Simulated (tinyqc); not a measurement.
Zener tunnelling in a reverse-biased junction, two-band WKB: exponent along the true band profile.

Abrupt p-n junction, depletion approximation. Energies E are counted from the conduction-band edge of the neutral n side; its Fermi level lies at dn, that of the p side at dn - V, and the valence-band edge of the neutral p side at Em = dn + dp - V. Tunnelling needs 0 < E < Em. Two-band dispersion with equal masses m: inside the gap kappa = sqrt(m u (1 - u/Eg)/C), u the distance from a band edge, C = hbar^2/(2 m0).

Nd = Nc F12(dn/Vt), Na = Nv F12(dp/Vt), F12(x) = (2/sqrt(pi)) int_0^infinity sqrt(u)/(1 + exp(u - x)) du; dn = EF - Ec on the n side, dp = Ev - EF on the p side (negative outside the bands); Vbi = Eg + dn + dp. W = sqrt(2 eps0 eps_r (Vbi - V)(1/Na + 1/Nd)/q), mean field F = (Vbi - V)/W, peak field 2 F. In a uniform field F the exponent is S = pi sqrt(m/C) Eg^1.5/(4 F). Transverse energy Et = C kt^2/m raises it to S (1 + 4 Et/Eg), so T = exp(-S) exp(-Et/Eb) with Eb = Eg/(4 S). KJ = (2 q^2/h) m/(4 pi C) (times 1e14 for A/cm^2 per eV^2). Along the true parabolic profile the field at the point where the conduction edge stands at e = E + u is sqrt(2 q Nd e/(eps0 eps_r)) for e < a D and sqrt(2 q Na (D - e)/(eps0 eps_r)) above, D = Vbi - V, a = Na/(Na + Nd); S(E) = 2 int_0^Eg kappa(u) du/field.

Values chosen for this exercise; band and dielectric values close to those of indium phosphide: temperature T = 300 K; band gap Eg = 1.36 eV; relative permittivity eps_r = 12.7; conduction-band density of states at 300 K Nc = 5.7e17 cm^-3; valence-band density of states at 300 K Nv = 1.11e19 cm^-3; band-edge mass of the two-band model m = 0.082 m0; acceptor density Na = 1.6e19 cm^-3; donor density Nd = 1.8e18 cm^-3; bias of the p side V = -0.55 V.

Constants: q = 1.602176634e-19 C, kB = 1.380649e-23 J/K, hbar = 1.054571817e-34 J s, m0 = 9.1093837015e-31 kg, Vt = kB T/q, eps0 = 8.8541878128e-14 F/cm where lengths are in cm, hbar^2/(2 m0) = 0.0380998212 eV nm^2. Results are converted to the units shown.

Results:

| E (eV) | S(E) | S(E)/S of the mean field |
|---|---|---|
| 0.038 | 34.49 | 0.9038 |
| 0.107 | 31.74 | 0.8318 |
| 0.176 | 29.79 | 0.7808 |
| 0.315 | 26.96 | 0.7064 |
| 0.384 | 25.87 | 0.6778 |
| 0.453 | 24.92 | 0.6529 |
| 0.523 | 24.13 | 0.6325 |
| 0.592 | 23.69 | 0.6209 |

Estimate the missing row, E = 0.246 eV.

Computed row:

| E (eV) | S(E) | S(E)/S of the mean field |
|---|---|---|
| 0.246 | 28.23 | 0.7399 |

With this row back in the table: S(E) falls from 34.5 to 23.7. The mean field gives S = 38.2 and the peak field 19.1; the smallest S(E) is 0.62 of the mean-field value, so the mean field understates the best transmission by a factor of 1.91e6.

Range of the model: Parabolic densities of states, no band tails and no gap narrowing, all of which matter at such doping.

Numbers from tinyqc (`OMP_NUM_THREADS=1 python tinyqc.py 2620121 2620122 out.jsonl`; about 0.02 s on one thread of a shared Intel Xeon 2.30GHz).
